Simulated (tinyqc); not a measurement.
Ideality, resistance and saturation current from three points.

Problem. Well above I0 a diode obeys V = n Vt ln(I/I0) + Rs I. Find n, Rs and I0.

Values chosen for this exercise:
```
symbol,value,unit,meaning
T,250,K,temperature
```

Constants: q = 1.602176634e-19 C, kB = 1.380649e-23 J/K, Vt = kB T/q. Results are converted to the units shown.

I (A): [3.1e-5, 0.00037, 0.0044]
V (V): [0.12140284, 0.18930438, 0.39738274]

Answer. The equation is linear in a = n Vt, Rs and c = -a ln I0; three points give a 3 x 3 system.

n = 1.03
Rs = 38.0 ohm
I0 = 1.38e-7 A

Program tinyqc, `OMP_NUM_THREADS=1 python tinyqc.py 2640128 2640129 out.jsonl`; Intel Xeon 2.30GHz, shared host, one thread, about 0.01 s.
